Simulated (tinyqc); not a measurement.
# Bandgap voltage reference from two bipolar transistors: effect of the area ratio of the second transistor

Two transistors of area 1 and N carry the same current I. Is(T) = Is (T/T0)^eta exp[(Vg0 q/kB)(1/T0 - 1/T)], VBE1 = Vt ln(I/Is(T)) + I rb, VBE2 = Vt ln(I/(N Is(T))) + I rb/N. The amplifier forces I R1(T) = VBE1 - VBE2 + Vos, with R(T) = R (1 + tc (T - T0)) for both resistors, and the output is Vref = VBE1 + I R2(T). Base currents and the Early effect are neglected.

Vt = kB T/q; I = (Vt ln N + Vos)/(R1(T) - rb (1 - 1/N)). Box coefficient: span of Vref between 233 and 398 K over its average over T and over 165 K. The last column is the R2 that gives zero slope at T0.

Values chosen for this exercise; values of the order met in silicon bipolar transistors:
- T0 = 323 K (reference temperature)
- Vg0 = 1.145 V (band-gap voltage extrapolated to 0 K)
- eta = 3.7 (temperature exponent of the saturation current)
- Is = 2.4e-16 A (saturation current of the unit transistor at T0)
- R1 = 9.1 kohm (resistor across which the difference of VBE falls, at T0)
- tc = -300 ppm/K (temperature coefficient of both resistors)
- Vos = 0 mV (offset of the amplifier)
- rb = 0 ohm (series resistance of the unit transistor)
- R2 = 82.06 kohm (output resistor at T0)

Constants: q = 1.602176634e-19 C, kB = 1.380649e-23 J/K. Results are converted to the units shown.

Effect of the area ratio of the second transistor:
```
N    I at T0 (uA)  Vref at T0 (V)  slope at T0 (uV/K)  box coefficient (ppm/K)  R2 for zero slope (kohm)
2           2.120          0.8114               -1257                     1523                     273.6
4           4.240           1.005              -658.7                    645.2                     132.2
8           6.360           1.190              -85.13                    65.00                     86.38
15          8.283           1.355               426.1                    321.2                     65.44
24          9.721           1.478               805.1                    552.8                     55.31
48          11.84           1.657                1361                    831.5                     44.94
100         14.09           1.846                1946                     1067                     37.43
```

Read the table: what changes, and by how much?

As N goes from 2 to 100, Vref rises from 0.8114 to 1.846 V and the box coefficient goes from 1520 through a minimum of 65.0 (at N = 8 among the rows listed) to 1070 ppm/K. A larger N needs a smaller R2/R1, which lowers the gain seen by offset and noise.

Numbers from tinyqc (`OMP_NUM_THREADS=1 python tinyqc.py 2062042 2062043 out.jsonl`; about 0.03 s on one thread of a shared Intel Xeon 2.30GHz).
